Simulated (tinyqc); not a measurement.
RHF in the sto-3g basis, for BeH2, spin multiplicity 1, step by step. One step of it, computed by the program tinyqc.

Problem. Iteration 1: diagonalisation and new density. Diagonalise F' = X^T F X, C = X C', fill 3 alpha and 3 beta electrons from the bottom; D = 2 C_occ C_occ^T. Each column has its largest component positive (the first on a tie).

Fock matrix F (hartree), lower triangle:
```
,1Be 1s,1Be 2s,1Be 2px,1Be 2py,1Be 2pz,2H 1s,3H 1s
1Be 1s,-4.394227
1Be 2s,-1.264550,-0.523473
1Be 2px,0.000000,0.000000,0.281990
1Be 2py,0.000000,0.000000,0.000000,-0.082875
1Be 2pz,0.001678,-0.006309,0.000000,0.000000,0.281630
2H 1s,-0.124636,-0.266462,0.000000,-0.262795,-0.007406,-0.170548
3H 1s,-0.124636,-0.266462,0.000000,0.262795,-0.007406,-0.006726,-0.170548
```

X:
```
,1,2,3,4,5,6,7
1Be 1s,0.000000,-0.484706,0.837515,0.000000,-0.191533,0.325806,0.000000
1Be 2s,0.000000,0.986558,-0.032532,0.000000,-0.017795,0.565739,0.000000
1Be 2px,0.000000,0.000000,0.000000,1.000000,0.000000,0.000000,0.000000
1Be 2py,1.031713,0.000000,0.000000,0.000000,0.000000,0.000000,0.573353
1Be 2pz,0.000000,0.024685,0.229920,0.000000,0.972923,0.013678,0.000000
2H 1s,-0.732743,-0.579777,-0.372874,0.000000,0.085634,0.345436,0.403644
3H 1s,0.732743,-0.579777,-0.372874,0.000000,0.085634,0.345436,-0.403644
```

Give: F' = X^T F X; orbital energies; coefficients C; D after iteration 1.

Solution.

F' = X^T F X (hartree), lower triangle:
```
,1,2,3,4,5,6,7
1,0.5305
2,0.0000,0.0181
3,0.0000,0.9233,-2.9023
4,0.0000,0.0000,0.0000,0.2820
5,0.0000,-0.2127,0.7587,0.0000,0.1009
6,0.0000,0.4950,-1.6538,0.0000,0.3962,-1.4070
7,0.0498,0.0000,0.0000,0.0000,0.0000,0.0000,-0.3239
```

orbital energies (hartree): MO1 -4.3983, MO2 -0.3587, MO3 -0.3268, MO4 0.2763, MO5 0.2820, MO6 0.2904, MO7 0.5334

coefficients C:
```
,MO1,MO2,MO3,MO4,MO5,MO6,MO7
1Be 1s,0.9910,-0.2029,0.0000,0.1521,0.0000,-0.1813,0.0000
1Be 2s,0.0339,0.6163,0.0000,-0.6103,0.0000,0.7357,0.0000
1Be 2px,0.0000,0.0000,0.0000,0.0000,1.0000,0.0000,0.0000
1Be 2py,0.0000,0.0000,0.5125,0.0000,0.0000,0.0000,1.0632
1Be 2pz,-0.0002,0.0116,0.0000,0.7696,0.0000,0.6386,0.0000
2H 1s,-0.0046,0.4189,0.4455,0.4039,0.0000,-0.5131,-0.7081
3H 1s,-0.0046,0.4189,-0.4455,0.4039,0.0000,-0.5131,0.7081
```

D after iteration 1, lower triangle:
```
,1Be 1s,1Be 2s,1Be 2px,1Be 2py,1Be 2pz,2H 1s,3H 1s
1Be 1s,2.0464
1Be 2s,-0.1829,0.7620
1Be 2px,0.0000,0.0000,0.0000
1Be 2py,0.0000,0.0000,0.0000,0.5254
1Be 2pz,-0.0052,0.0143,0.0000,0.0000,0.0003
2H 1s,-0.1792,0.5160,0.0000,0.4566,0.0097,0.7478
3H 1s,-0.1792,0.5160,0.0000,-0.4566,0.0097,-0.0459,0.7478
```
